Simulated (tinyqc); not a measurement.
Worked calculation: inter-valley coupling by envelope functions against a chain of atomic planes. Values are carried at full precision from step to step, so a last printed digit may differ when a step is redone from the rounded ones.

Chain: E(phi) = e0 + 2 v cos(phi) + 2 u cos(2 phi), cos(phi0) = -v/(4u), e0 = 2u + v^2/(4u); plane j = 0, 1, ... has the potential V_j = dE x_j + F (j - 30) a/4 (1 MV/m = 1e-4 V/angstrom). There are 30 barrier planes a side; with y = j - 29.5, x_j = xb (f(y) + f(Nw - y)), f(y) = 1/(1 + exp(y/L)), plus any Ge added in the well. The valley splitting is the spacing of the two lowest levels. Envelope theory: F_j solves a one-valley chain with hopping -b and diagonal 2b + V_j, b = 4u sin^2(phi0), sum F_j^2 = 1; the valleys couple by Dv = sum_j F_j^2 V_j exp(-2 i phi0 j) and split by 2|Dv|.

Constants: hbar^2/2m0 = 3.80998211 eV angstrom^2.

Inputs chosen for the exercise (near those of the Delta valleys of silicon in a SiGe well; shifted at random, so the results belong to these values and not to a real crystal): a = 5.431 angstrom (lattice constant; planes lie a/4 apart); u = 0.597 eV (second-neighbour hopping); v = 0.614 eV (nearest hopping); Nw = 44 (planes in the well); L = 1 planes (interface width); xb = 0.33 (Ge fraction of the barriers); dE = 0.55 eV (offset per unit Ge fraction); F = 2 MV/m (field); js = 52 (plane j of a Ge spike (the well starts at j = 30)); xs = 0.13 (Ge fraction added on that plane).

## Valley phase, mass and the wavelengths that couple the valleys

phi0; b = 4u sin^2(phi0); mass m/m0 = c/(b (a/4)^2), c = hbar^2/2m0. A potential couples the valleys if its phase advances by 2 phi0 a plane, or, since only whole planes count, by 2 pi - 2 phi0: periods pi/phi0 and pi/(pi - phi0) planes.

phi0 = 1.83084 rad
b = 2.23013 eV
mass = 0.9267 m0

periods (planes): pi/phi0 1.7159, pi/(pi - phi0) 2.3968

longer period = 3.2542 angstrom

## The smooth well

Lowest doublet of the chain and the envelope result.

level (meV): chain 14.535, envelope 14.563

splitting (micro-eV): chain 1.79, envelope 1.60

planes covered, 1/sum F^4 = 32.99
largest F_j^2 = 0.04077

The levels agree within 0.03 meV. A graded interface has little Fourier weight at 2 phi0, so the splitting is a small remainder of cancelling terms; the envelope value is 0.89 times that of the chain.

## One plane of added Ge, to first order

F_j^2 of the smooth well on that plane = 0.03905

F_j is the envelope on plane j (sum F_j^2 = 1) and Dv the coupling of the two valleys, which split by 2|Dv|. A single plane has Fourier weight at all wavelengths: it adds dE xs F_j^2 to |Dv|, so the splitting is about 2 dE xs F_j^2 if this term rules, and the mean of the doublet rises by dE xs F_j^2.

splitting = 5585 micro-eV
rise of the mean level = 2.792 meV

The chain with the spike gives 4732 micro-eV and a rise of 2.366 meV; the envelope solved with the spike gives 4706. First order is +18 % off: the state draws back from the spike, which the envelope solved anew includes.

## Checks

- Splitting with a weak spike (0.02) on plane j = 44 from the envelope against the chain (micro-eV): 783 against 785.

(tinyqc, `OMP_NUM_THREADS=1 python tinyqc.py 1451914 1451915 out.jsonl`, Intel(R) Xeon(R) Processor @ 2.30GHz, 1 thread, shared host, about 0.05 s.)
